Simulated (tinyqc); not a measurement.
From binding energy back to well width L: donor or exciton in a quantum well (variational effective-mass method). Computed by tinyqc, a small Python program. Command: `OMP_NUM_THREADS=1 python tinyqc.py 3013849 3013850 out.jsonl welldonor inv`. One thread of a shared host (Intel(R) Xeon(R) Processor @ 2.30GHz), about 0.4 s of CPU time with the checks.

H = -nabla^2 - 2/|r - r_i| + V(z) in effective units; trial function psi = f(z) exp(-|r - r_i|/lambda), f the ground state of the well. Mass and screening are the same in well and barrier; l = L/a* is the width in effective units. Bands are flat: no polarisation or applied field.

Inputs (values chosen for the exercise, modelled on GaN):
```
quantity                              value  unit
electron mass m                       0.199   m_0
dielectric constant eps                 9.8     -
donor position z_i/L from the centre      0     -
barrier height V_0                     0.27    eV
```

Centre: donor. Barriers: finite.

Constants: Ry = 13.605693123 eV; a_0 = 0.529177210903 angstrom.

Method:
- Ry* = Ry m/eps^2, a* = a_0 eps/m; l = L/a*.
- k solves k tan(k l/2) = sqrt(v - k^2), v = V_0/Ry*, 0 < k l/2 < pi/2 (bisection); f = cos(k z) inside and cos(k l/2) exp(-kappa (|z| - l/2)) outside, kappa = sqrt(v - k^2); subband energy k^2 Ry*.
- Binding E_b(lambda) = -1/lambda^2 + 4 A/(lambda B), with A = int f^2 exp(-2 s/lambda) dz, B = int f^2 exp(-2 s/lambda)(1 + 2 s/lambda) dz and s = |z - z_i|; 40 Gauss-Legendre points on each piece between the walls at z = -l/2 and l/2 and z_i, and out to 12/(kappa + 1/lambda) beyond the walls.
- Golden-section search for the maximum over lambda from 0.3 to 4, 40 steps.

Task: A run gave the result below. Find the well width L, known to lie between 3.5 and 7.9 nm.

binding energy = 46.61023 meV

Result:

Each step takes the trial c = (a f_b - b f_a)/(f_b - f_a), f being the result less the target and a, b, c the logarithms of the listed values; c replaces end b, the old b replaces a if the sign of f changed, and otherwise f_a is halved.

Scan of the range:
```
well width L (nm)  binding energy (meV)
3.50                            49.0204
4.01                            47.6164
4.59                            46.1296
5.26                            44.5721
6.02                            43.0039
6.90                            41.4226
7.90                            39.8847
```

False position (Illinois rule, in the logarithm of the input) inside the bracket:
```
step    end a    end b    trial  binding energy (meV)
1     4.01000  4.59000  4.39388               46.6181
2     4.59000  4.39388  4.39698               46.6103
3     4.59000  4.39698  4.39702               46.6102
4     4.39698  4.39702  4.39700               46.6102
```

Binding energy falls at every point of a 13-point scan of the range (every second point is shown), so one value fits; it is bracketed by 4.01 and 4.59. Answer: well width L = 4.397 nm.
